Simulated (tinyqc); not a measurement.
# IGBT as a p-i-n diode in series with a MOS channel, on-state and switching loss: effect of the channel and accumulation resistance

High injection (n = p) in a drift layer from x = -W/2 (anode) to +W/2 (cathode side), recombination only in the layer with lifetime tau, ideal emitters. The channel feeds the cathode side and carries the whole current. Auger recombination, carrier-carrier scattering, emitter losses and the carrier dip under the p body are left out.

b = mn/mp, B = (b - 1)/(b + 1), La = sqrt(2 Vt mn mp tau/(mn + mp)), y = W/(2 La). n(x) = (tau J/(2 q La))[cosh(x/La)/sinh y - B sinh(x/La)/cosh y]. Vm = Vt [(8 b/(b + 1)^2)(sinh y/s) arctan(s sinh y) + B ln((1 + B tanh^2 y)/(1 - B tanh^2 y))], s = sqrt(1 - B^2 tanh^2 y); Vj = Vt ln(n(-W/2) n(W/2)/ni^2), ni = sqrt(Nc Nv) exp(-Eg/(2 Vt)), Eg in volts; Vc = J Rch; Von = Vm + Vj + Vc. Stored charge tau J, turn-off energy Eoff = ks tau J Vdc, loss at half duty 0.5 J Von + f Eoff. A unipolar device on the same layer has Vu = J (W/(q mn Nd) + Rch).

Parameters, values chosen for the exercise; material values close to those of silicon:
- T = 300 K (temperature)
- Eg = 1.1 eV (band gap)
- Nc = 2.81e19 cm^-3 (conduction-band density of states at T)
- Nv = 2.67e19 cm^-3 (valence-band density of states at T)
- mn = 1400 cm^2/(V s) (electron mobility)
- mp = 480 cm^2/(V s) (hole mobility)
- W = 200 um (width of the drift layer)
- Nd = 3.5e13 cm^-3 (doping of the drift layer)
- tau = 4.5 us (high-injection lifetime)
- J = 50 A/cm^2 (current density)
- Vdc = 1200 V (link voltage)
- ks = 0.13 (turn-off energy per stored charge and link voltage)
- f = 2 kHz (switching frequency)

Constants: q = 1.602176634e-19 C, kB = 1.380649e-23 J/K, Vt = kB T/q. Results are converted to the units shown.

The same in every row: y = 1.097; Eoff (mJ/cm^2) = 35.10.

Results:
```
Rch (mohm cm^2),Von (V),Vu (V),total loss (W/cm^2)
0.2,0.8737,127.4,92.04
0.4,0.8837,127.4,92.29
0.78,0.9027,127.4,92.77
1.5,0.9387,127.5,93.67
3.1,1.019,127.5,95.67
12,1.464,128.0,106.8
```

Estimate the missing row, Rch = 6.1 mohm cm^2.

Computed row:
```
Rch (mohm cm^2),Von (V),Vu (V),total loss (W/cm^2)
6.1,1.169,127.7,99.42
```

With this row back in the table: As Rch goes from 0.2 to 12 mohm cm^2, Von rises from 0.874 to 1.46 V, Eoff stays at 35.1 mJ/cm^2 and the total loss rises from 92.0 to 107 W/cm^2. Von is below Vu in 7 of the 7 rows.

tinyqc, about 0.01 s, one thread, Intel Xeon 2.30GHz (shared host): `OMP_NUM_THREADS=1 python tinyqc.py 2590060 2590061 out.jsonl`
